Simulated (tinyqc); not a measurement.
Long-channel MOSFET, surface-potential model: two steps of the calculation.

n-channel transistor on a uniformly doped p-type body, gradual-channel approximation, constant mobility, Boltzmann statistics, full ionisation. Potentials are counted from the neutral body; V is the electron quasi-Fermi potential, Vsb at the source and Vsb + Vds at the drain. Charges are magnitudes per area.

Values chosen for this exercise; material values close to those of gallium arsenide:
- T = 300 K (temperature)
- Vfb = -1.14 V (flat-band voltage)
- mu = 680 cm^2/(V s) (channel mobility)
- W = 10 um (gate width)
- L = 1 um (gate length)
- Vsb = 0.3 V (source-body reverse bias)
- Vgs = 1.68 V (gate-source voltage)
- Vds = 0.8 V (drain-source voltage)

Constants: q = 1.602176634e-19 C, kB = 1.380649e-23 J/K, Vt = kB T/q. Results are converted to the units shown.

Task 1. Inversion charge along the channel. The surface potential psi at channel potential V solves Vgs + Vsb - Vfb - psi = gamma sqrt(G), G = psi - Vt + Vt exp((psi - 2 phiF - V)/Vt). Charge sheet: Qi = Cox gamma [sqrt(G) - sqrt(psi - Vt)]. Pao-Sah: Qi = (Cox gamma/2) integral from 3 Vt to psi of exp((u - 2 phiF - V)/Vt)/sqrt(G(u, V)) du.

V, point 0 to 10 (V): 0.3  0.38  0.46  0.54  0.62  0.7  0.78  0.86  0.94  1.02  1.1
phiF = 0.69896305 V
Cox = 0.99035730 uF/cm^2
gamma = 0.69919128 V^0.5

Give: psi; Qi, charge sheet; Qi, Pao-Sah.

Result 1.

```
point  psi (V)  Qi, charge sheet (nC/cm^2)  Qi, Pao-Sah (nC/cm^2)
0       1.8068                      376.40                 378.95
1       1.8791                      286.23                 288.13
2       1.9491                      199.25                 200.56
3       2.0150                      117.79                 118.55
4       2.0713                      48.214                 48.521
5       2.1041                      7.8541                 7.9038
6       2.1101                     0.45002                0.45287
7       2.1105                    0.020664               0.020794
8       2.1105                   9.3658e-4              9.4250e-4
9       2.1105                   4.2424e-5              4.2692e-5
10      2.1105                   1.9217e-6              1.9338e-6
```

At the source the charge-sheet charge is 0.67 % below the Pao-Sah one.

Task 2. Pao-Sah current by Simpson's rule. I = mu (W/L) integral of Qi dV; Simpson's rule on the 11 points, step Vds/10, weights 1, 4, 2, ..., 4, 1 times step/3.

Qi, Pao-Sah, point 0 to 10 (nC/cm^2): 378.94719  288.13300  200.55533  118.54899  48.521211  7.9038217  0.45286522  0.020794486  9.4249562e-4  4.2692425e-5  1.9337954e-6

Find: Pao-Sah current.

Result 2.

Pao-Sah current = 459.9 uA

Gauss-Legendre quadrature on many points gives 460.2 uA, so this value is 0.056 % below it; the charge-sheet current, 453.7 uA, is 1.4 % below it.

Computed by the program tinyqc: `OMP_NUM_THREADS=1 python tinyqc.py 2360113 2360114 out.jsonl`, one thread of a shared Intel Xeon 2.30GHz, about 0.07 s for the whole run.
